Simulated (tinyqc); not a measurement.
## Off-state leakage of single and stacked transistors: leakage components against the temperature

n-channel devices of unit width. Subthreshold current I(Vg, Vs, Vd) = I0 (T/300 K)^0.5 exp[(Vg - Vs - VT(T) - gb (Vs - Vb) + dd (Vd - Vs))/(nf Vt)] (1 - exp(-(Vd - Vs)/Vt)), VT(T) = VT - cT (T - 300 K). Gate-edge tunnelling Ig (Vd/1 V) exp(ag (Vd - 1 V)), for a gate at 0 V, and band-to-band leakage Ab u exp(-Bb/u), u = Vd - Vb + 1 V, flow at a drain held at V; both are taken as independent of T. In a stack of off transistors (all gates at 0 V) the same subthreshold current passes through each.

One transistor with Vg = Vs = 0, Vd = V; stack factor I(one)/I(two in series).

Parameters, values chosen for the exercise; values of the order met in bulk silicon logic transistors:

| symbol | value | unit | meaning |
|---|---|---|---|
| V | 1 | V | supply voltage |
| VT | 0.42 | V | threshold at 300 K, zero drain and body bias |
| cT | 0.7 | mV/K | fall of the threshold with temperature |
| I0 | 0.18 | uA/um | current at threshold at 300 K |
| nf | 1.4 |  | slope factor |
| dd | 0.07 |  | drain-induced lowering per volt |
| gb | 0.11 |  | rise of the threshold per volt of source-body bias |
| Ig | 2e-6 | uA/um | gate-edge tunnelling current at 1 V |
| ag | 5.1 | 1/V | exponential slope of the gate current |
| Ab | 20 | uA/(um V) | prefactor of band-to-band leakage at the drain |
| Bb | 23 | V | its exponential voltage |
| Vb | -0.6 | V | body voltage |

Constants: q = 1.602176634e-19 C, kB = 1.380649e-23 J/K, Vt = kB T/q. Results are converted to the units shown.

The same in every row: gate edge (nA/um) = 0.002000; band-to-band (nA/um) = 7.485.

Result of one run:
```
T (K)  subthreshold (nA/um)  total (nA/um)  stack factor  largest part
375                 0.06521          7.552         5.011  band-to-band
```

What becomes of these results when the temperature T is changed from 375 to 425 K, all else the same?

Result of the changed run:
```
T (K)  subthreshold (nA/um)  total (nA/um)  stack factor  largest part
425                  0.3535          7.840         4.350  band-to-band
```

The whole series:
```
T (K)  subthreshold (nA/um)  total (nA/um)  stack factor  largest part
250                5.267e-5          7.487         9.564  band-to-band
275                3.645e-4          7.487         7.971  band-to-band
300                0.001834          7.488         6.869  band-to-band
325                0.007223          7.494         6.071  band-to-band
350                 0.02345          7.510         5.473  band-to-band
375                 0.06521          7.552         5.011  band-to-band
400                  0.1599          7.646         4.645  band-to-band
425                  0.3535          7.840         4.350  band-to-band
```

As T goes from 250 to 425, the total leakage rises from 7.49 to 7.84 nA/um. The band-to-band part leads at T = 250 and in all other rows. The subthreshold part doubles every 21.8 K between the last two rows. The reduction by a stack of two falls from 9.56 to 4.35, for the subthreshold part alone.

Numbers from tinyqc (`OMP_NUM_THREADS=1 python tinyqc.py 2242073 2242074 out.jsonl`; about 0.03 s on one thread of a shared Intel Xeon 2.30GHz).
